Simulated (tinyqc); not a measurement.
Thermal and gravitational stress in a wafer during furnace and rapid thermal processing, and the onset of slip: one step, computed by the program tinyqc.

A thin free disc in plane stress, isotropic; T(r) = T_centre + dT (r/R)^n. Stress is positive in tension; sigma_SB = 5.670374419e-8 W/(m^2 K^4), g = 9.80665 m/s^2.

Problem. Slip criterion. With x = r/R: s_rr = alpha E dT (1 - x^n)/(n + 2), s_tt = alpha E dT [1 - (n + 1) x^n]/(n + 2). Critical resolved stress tau_c = A exp(U/(k_B T)), a form chosen for the exercise; slip when 0.492799 |s_tt(R)| > tau_c; allowed |dT| = tau_c (n + 2)/(0.492799 n alpha E).

Inputs (values chosen for the exercise, modelled on silicon):

| quantity | value | unit |
|---|---|---|
| Young's modulus E | 161 | GPa |
| expansion alpha | 4.45 | 1e-6/K |
| edge less centre temperature dT | -3.6 | K |
| exponent n of the profile | 6 | - |
| temperature T | 1000 | K |
| prefactor A of the critical stress | 0.00024 | MPa |
| energy U of the critical stress | 1.1 | eV |

Temperature profile: edge zone, power law.

hoop stress at the edge = 1.934415 MPa

Constants: k_B = 8.617333262e-05 eV/K.

Give: critical stress tau_c; resolved over critical stress; allowed |dT|.

Solution.

critical stress tau_c = 83.940 MPa

resolved over critical stress = 0.011357

allowed |dT| = 316.99 K

No slip; the margin is a factor 88. Caution: at lower temperature the exponential form overstates the strength: fracture from edge flaws comes first.
